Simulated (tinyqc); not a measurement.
What moves the results: static screening by free carriers. A value that a table varies takes the place of the one given here.

kF = (3 pi^2 n/Mv)^(1/3), EF = c kF^2/m with c = hbar^2/2m0, n in 1/angstrom^3 (1e-24 per 1/cm^3), e2 = e^2/(4 pi eps0). Thomas-Fermi: qTF^2 = 6 pi e2 n/(eps EF). Debye: qD^2 = 4 pi e2 n/(eps kB T).

F_j(eta) = (1/Gamma(j + 1)) integral_0^infinity x^j dx/(1 + exp(x - eta)), which tends to exp(eta) for eta << 0.

At finite T: qs^2 = qD^2 F_-1/2(eta)/F_1/2(eta), where n = Mv N F_1/2(eta) and N = 2 (m kB T/(4 pi c))^(3/2) with c = hbar^2/2m0, in 1/angstrom^3; times 1e24 for 1/cm^3.

Donor in the screened potential -(e2/eps) exp(-qs r)/r with the trial function exp(-r/a): E(a) = c/(m a^2) - (e2/eps) 4/(a (2 + qs a)^2), e2 = e^2/(4 pi eps0), c = hbar^2/2m0; isotropic mass.

Lindhard at zero temperature: eps(q)/eps = 1 + (qTF/q)^2 L(x), x = q/(2 kF), L(x) = 1/2 + ((1 - x^2)/(4x)) ln|(1 + x)/(1 - x)|.

Constants: hbar^2/2m0 = 3.80998211 eV angstrom^2; e^2/(4 pi eps0) = 14.39964547 eV angstrom; kB = 8.617333262e-05 eV/K; a0 (Bohr radius) = 0.5291772105 angstrom.

Values chosen for the exercise (near those of Si; not measured data):
- m = 0.3238 m0 (mass of one isotropic valley)
- Mv = 6 (valleys)
- eps = 11.6 (background dielectric constant)
- T = 200 K
- n = 1.4e+18 1/cm^3 (carrier density)

## Screening unbinds the donor

All carriers n are taken as free and screen with qs(T); E(a) is minimised over a; a dash marks no bound state. aB = a0 eps/m.

Donor level:
```
n (1/cm^3)  n^(1/3) aB  qs aB  E (meV)   a/aB
1.0e+15          0.019  0.018   -31.58  1.000
9.0e+15          0.039  0.054   -29.34  1.002
5.0e+16          0.070  0.127   -25.13  1.011
1.0e+17          0.088  0.180   -22.38  1.020
4.0e+17          0.140  0.359   -14.47  1.075
1.0e+18          0.190  0.564    -7.73  1.186
3.0e+18          0.273  0.955    -0.42  1.791
6.0e+18          0.344  1.309        -      -
```

aB = 19.0 angstrom

What does this show, and why?

The level rises from -31.58 meV at the lowest density to -0.42 meV at 3e+18 1/cm^3, against -32.74 meV unscreened. The trial function finds no bound state from 6e+18 1/cm^3 on, where qs aB = 1.31 and n^(1/3) aB = 0.34. This trial function loses binding at qs aB = 1 and the exact Yukawa problem at 1.19; the Mott rule of thumb is n^(1/3) aB = 0.26, which the last bound row of this table passes: the rule belongs to low temperature, and thermal carriers screen more weakly.

## From Debye to Thomas-Fermi

Screening lengths (angstrom):
```
n (1/cm^3)    eta  Debye  Thomas-Fermi  finite T
5.0e+16     -5.71  148.6         19.89     148.7
3.0e+17     -3.91  60.69         14.76     60.90
2.0e+18     -1.97  23.50         10.76     24.05
6.0e+18     -0.78  13.57         8.956     14.48
2.0e+19      0.74  7.432         7.328     8.956
8.0e+19      3.42  3.716         5.816     6.049
3.0e+20      8.77  1.919         4.666     4.692
9.0e+20     18.40  1.108         3.885     3.890
```

What can be read from the table?

Debye is within 5 % of the finite-T length up to 2e+18 1/cm^3 of the densities listed and Thomas-Fermi from 8e+19 on. The length goes as n^-0.50 at the low end and n^-0.17 at the high end, against the limits -1/2 and -1/6. Both limits give too short a length.

## Static response in three, two and one dimensions

kF = 0.0190458 1/angstrom
qTF = 0.0876071 1/angstrom

x = q/(2 kF). Response over its long-wave value: L3 as above; L2 = 1 for x <= 1 and 1 - sqrt(1 - 1/x^2) beyond; L1 = ln|(1 + x)/(1 - x)|/(2x).

Response:
```
x         L3     L2     L1  eps(q)/eps, Lindhard 3D  Thomas-Fermi
0.101  0.997  1.000  1.003                    517.8         519.5
0.304  0.969  1.000  1.033                    56.44         58.24
0.507  0.909  1.000  1.102                    19.71         21.58
0.710  0.810  1.000  1.250                    9.498         11.49
0.913  0.641  1.000  1.693                    5.067         7.346
0.994  0.517  1.000  2.921                    3.770         6.354
1.035  0.430  0.742  1.963                    3.124         5.938
1.116  0.340  0.556  1.301                    2.445         5.247
1.319  0.222  0.348  0.752                    1.675         4.040
1.623  0.138  0.212  0.443                    1.277         3.008
2.232  0.070  0.106  0.216                    1.074         2.062
```

How do the results move?

Next to x = 1 the table has L3 = 0.517 and 0.430, L2 = 1.000 and 0.742, L1 = 2.921 and 1.963: an infinite slope in 3D, a kink in 2D and a logarithmic peak in 1D, where the whole Fermi surface is joined by 2 kF. These features give Friedel oscillations of period pi/kF = 165 angstrom at zero temperature; they wash out once kT nears EF, so this table, for T = 0, describes the gas only where EF is well above kT. Thomas-Fermi overstates eps(q) by 9.5 % at x = 0.507 and by 135.5 % at x = 1.623.

## What sets the screening length

All results formed anew. Each row changes one parameter from the base and keeps the others.

Results:
```
case                Debye (angstrom)  Thomas-Fermi (angstrom)  finite T (angstrom)
base                           28.09                    11.41                28.55
n = 2.8e+18 1/cm^3             19.86                    10.17                20.50
m = 0.4209 m0                  28.09                    10.01                28.40
eps = 13.92                    30.77                    12.50                31.27
T = 260 K                      32.03                    11.41                32.38
Mv = 7                         28.09                    10.84                28.48
```

How do the results move?

The largest shifts from the base row, up to three for each result and ties (the steps differ in size, so this ranks the rows, not the parameters). Debye (angstrom): n -8.23, T +3.94, eps +2.68; unchanged at the printed digits by m and Mv. Thomas-Fermi (angstrom): m -1.40, n -1.25, eps +1.09; unchanged at the printed digits by T. finite T (angstrom): n -8.05, T +3.83, eps +2.72.

Run: tinyqc, `OMP_NUM_THREADS=1 python tinyqc.py 1682021 1682022 out.jsonl`; Intel(R) Xeon(R) Processor @ 2.30GHz, one thread, shared host; about 0.01 s of CPU time with all checks.
